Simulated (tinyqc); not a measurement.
A finite superlattice with mass mismatch, transfer matrices: two steps of the calculation.

One electron of energy E comes from the left lead (band edge 0); no transverse momentum. Parabolic bands, masses in units of m0, C = hbar^2/(2 m0); psi and psi'/m are continuous at every interface. N periods of a barrier d1 followed by a well Lw; the right lead equals the left one.

Inputs (values chosen for the exercise):
- N = 6 (number of periods)

Task 1. Product of the matrices. The matrix of the later layer stands to the left: M = M_n ... M_2 M_1; det M = 1.

M of layer 1:
```
           1           2
1  2.0145050  0.33384432
2  9.1606483   2.0145050
```

M of layer 2:
```
             1            2
1  -0.70925655  0.089880281
2   -5.5290787  -0.70925655
```

Wanted: M of one period.

Result 1.

M of one period:
```
          1          2
1  -0.60544  -0.055717
2   -17.636    -3.2747
```

Task 2. N periods by the Chebyshev identity. x = (M11 + M22)/2 of one period. For |x| < 1 the energy lies in a miniband and cos(th) = x; for |x| > 1 it lies in a gap and cosh(g) = |x|. M^N = U_(N-1)(x) M - U_(N-2)(x) 1, with U_n = sin((n + 1) th)/sin th in a band and sign(x)^n sinh((n + 1) g)/sinh g in a gap.

M of one period:
```
             1             2
1  -0.60543923  -0.055716996
2   -17.635606    -3.2746524
```

Wanted: x; g; U_(N-1); U_(N-2); M^N.

Result 2.

x = -1.9400
g = 1.2816
U_(N-1) = -657.43
U_(N-2) = 182.49

M^N:
```
        1       2
1  215.54  36.630
2   11594  1970.4
```

The energy lies in a gap: for large N each further period divides T(E) by exp(2 g) = 13.0.

tinyqc, about 0.02 s, one thread, Intel Xeon 2.30GHz (shared host): `OMP_NUM_THREADS=1 python tinyqc.py 2560127 2560128 out.jsonl`
